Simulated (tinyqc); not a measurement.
# From one set of inputs to another, one input at a time

Model: charge control and current of a heterostructure field-effect transistor. Computed by tinyqc, a small Python program. Command: `OMP_NUM_THREADS=1 python tinyqc.py 3026586 3026587 out.jsonl hemt ladder`. One thread of a shared host (Intel(R) Xeon(R) Processor @ 2.30GHz), about 0.02 s of CPU time with the checks.

Two subbands in a triangular well; E_F is counted from the conduction band edge of the channel at the interface.

The inputs printed are set A. Inputs not listed in the table keep their values of set A, so the rows need not describe a real material.

Inputs (values chosen for the exercise, modelled on AlGaAs/GaAs):
```
quantity                                  value        unit
channel mass m                            0.065         m_0
permittivity eps (barrier and channel)     12.2           -
barrier thickness d                          20          nm
Schottky barrier phi_B                     0.82          eV
conduction band offset dE_c                0.18          eV
delta-doping density N_d                6.7e+12      1/cm^2
gate voltage V_G                              0           V
mobility mu                                7300  cm^2/(V s)
saturation velocity v_s                     1.7    1e7 cm/s
gate length L                                83          nm
source resistance R_S                      0.35      ohm mm
temperature T                               400           K
mixing                                      0.5           -
iteration cap                               200           -
spacer between delta layer and channel      3.9          nm
```

Charge source: delta doping. Velocity law: two-piece.

Constants: e = 1.602176634e-19 C; eps_0 = 8.8541878128e-12 F/m; k_B = 8.617333262e-05 eV/K; hbar = 1.054571817e-34 J s; m_0 = 9.1093837015e-31 kg; k_B = 1.380649e-23 J/K.

Method:
- Threshold V_T = phi_B - dE_c - e N_d (d - spacer)/(eps eps_0) (in volts); C_b = eps eps_0/d.
- Charge control: n_s = C_b (V_G - V_T - E_F/e)/e. Well: mean field F = e n_s/(2 eps eps_0), E_i = (hbar^2/2m)^(1/3) [(3 pi e F/2)(i + 3/4)]^(2/3), i = 0, 1; n_s = D k_B T sum_i ln(1 + exp((E_F - E_i)/k_B T)), D = m/(pi hbar^2), which is solved in closed form for E_F.
- Iteration from n_s = C_b (V_G - V_T)/(2e): E_F from n_s, n_out from the charge control, n_new = n_s + mixing (n_out - n_s), kept above n_s/10; stop when |n_out/n_s - 1| < 1e-9.
- C_g = e dn_s/dV_G = 1/(1/C_b + 1/C_q), 1/C_q = d(E_F/e)/d(e n_s) by a central difference of +/- 0.1 % in n_s; added distance dd = eps eps_0/C_q.
- With V = e n_s/C_g and V_c = v_s L/mu: for v = mu F up to v_s, I/W = C_g v_s V_c (sqrt(1 + (V/V_c)^2) - 1) and V_Dsat = V + V_c - sqrt(V^2 + V_c^2); g_m = dI/dV; extrinsic g_m/(1 + g_m R_S); f_T = g_m/(2 pi C_g L).

Each row keeps all changes above it:
```
input moved                            from       to  extrinsic g_m (mS/mm)  intrinsic f_T (GHz)  gate capacitance C_g (microfarad/cm^2)
set A                                     -        -                  584.9                325.9                                  0.4327
mobility mu (cm^2/(V s))               7300     6100                  584.9                325.9                                  0.4327
Schottky barrier phi_B (eV)            0.82     0.98                  579.0                325.8                                  0.4273
saturation velocity v_s (1e7 cm/s)      1.7      1.4                  494.5                268.4                                  0.4273
barrier thickness d (nm)                 20       31                  370.6                268.4                                  0.3042
source resistance R_S (ohm mm)         0.35     0.13                  403.5                268.4                                  0.3042
channel mass m (m_0)                  0.065    0.069                  405.1                268.4                                  0.3054
delta-doping density N_d (1/cm^2)   6.7e+12  3.4e+12                  379.2                268.3                                  0.2851
```

Which inputs carry the difference?

Extrinsic g_m goes from 585 to 379, a factor 0.648 in all. The largest single move comes from barrier thickness d (a factor 0.749), and source resistance R_S works against it (a factor 1.09). Intrinsic f_T goes from 326 to 268, a factor 0.823 in all. The largest single move comes from saturation velocity v_s (a factor 0.824). Gate capacitance C_g goes from 0.433 to 0.285, a factor 0.659 in all. The largest single move comes from barrier thickness d (a factor 0.712). The single moves hold for this order of the switches; the total does not depend on the order.

Caution (rows set A, mobility mu, Schottky barrier phi_B, saturation velocity v_s, barrier thickness d, source resistance R_S, channel mass m): E_F lies above the conduction band minimum of the barrier, so electrons would spill into the barrier.

Extremes, crossings and ranges named in words are read from the listed rows.
